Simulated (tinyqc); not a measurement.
From one set of inputs to another, one input at a time: interdiffusion of a quantum well during annealing: blurred potential and shift of the confined levels. Computed by tinyqc, a small Python program. Command: `OMP_NUM_THREADS=1 python tinyqc.py 3007889 3007890 out.jsonl qwi ladder`. One thread of a shared host (Intel(R) Xeon(R) Processor @ 2.30GHz), about 0.08 s of CPU time with the checks.

A square well of width w is blurred by Fick diffusion with a constant coefficient; band offsets are linear in composition, masses are uniform, and strain and excitons are ignored.

The inputs printed are set A. Set A is modelled on SiGe in silicon (holes and electrons as a model); the values taken over come from a set modelled on InGaAs in GaAs. Inputs not listed in the table keep their values of set A, so the rows need not describe a real material.

Inputs (values chosen for the exercise, modelled on SiGe in silicon (holes and electrons as a model)):

| quantity | value | unit |
|---|---|---|
| well width w | 7.6 | nm |
| electron mass m_e | 0.19 | m_0 |
| hole mass m_h | 0.29 | m_0 |
| conduction offset V_c | 0.025 | eV |
| valence offset V_v | 0.2 | eV |
| prefactor D0 | 0.57 | cm^2/s |
| activation energy E | 4.03 | eV |
| anneal temperature T | 920 | C |
| anneal time t | 570 | s |

Constants: k_B = 8.617333262e-05 eV/K; hbar^2/(2 m_0) = 3.80998212 eV angstrom^2.

Method:
- D = D0 exp(-E/(k_B T)); L = sqrt(D t); share of well material at the centre erf(w/(4L)); 1 nm = 1e-7 cm.
- Temperatures in kelvin are T(C) + 273.15.
- With L = sqrt(D t) and the share at the centre erf(w/(4L)). After the anneal: V(z) = V {1 - (1/2)[erf((w/2 - z)/(2L)) + erf((w/2 + z)/(2L))]}, energies counted from the original well bottom. Finite differences on 3000 points over |z| < w/2 + 6L + 25 nm; shifts are taken against the same grid with cell-averaged square steps.
- Rise of the bottom = V (1 - share at the centre). Overlap = |<electron|hole>|^2.

Each row keeps all changes above it:

| input moved | from | to | blue shift of the transition (meV) | shift of the hole level (meV) | share at the centre |
|---|---|---|---|---|---|
| set A | - | - | 4.262 | 3.858 | 1.00000 |
| well width w (nm) | 7.6 | 10 | 2.234 | 1.937 | 1.00000 |
| hole mass m_h (m_0) | 0.29 | 0.345 | 2.117 | 1.820 | 1.00000 |
| prefactor D0 (cm^2/s) and activation energy E (eV) | 0.57, 4.03 | 0.054, 3.5 | 37.962 | 34.464 | 0.88383 |
| anneal time t (s) | 570 | 670 | 43.930 | 40.007 | 0.85268 |
| conduction offset V_c (eV) | 0.025 | 0.14 | 68.550 | 40.007 | 0.85268 |
| electron mass m_e (m_0) | 0.19 | 0.0605 | 65.602 | 40.007 | 0.85268 |
| valence offset V_v (eV) | 0.2 | 0.074 | 40.671 | 15.075 | 0.85268 |

Where does the difference come from?

Blue shift of the transition goes from 4.26 to 40.7, a factor 9.54 in all. The largest single move comes from prefactor D0 with activation energy E (a factor 17.9), and well width w works against it (a factor 0.524). Shift of the hole level goes from 3.86 to 15.1, a factor 3.91 in all. The largest single move comes from prefactor D0 with activation energy E (a factor 18.9), and valence offset V_v works against it (a factor 0.377). Share at the centre goes from 1.000 to 0.853, a factor 0.853 in all. The largest single move comes from prefactor D0 with activation energy E (a factor 0.884). The single moves hold for this order of the switches; the total does not depend on the order.

Extremes, crossings and ranges named in words are read from the listed rows.
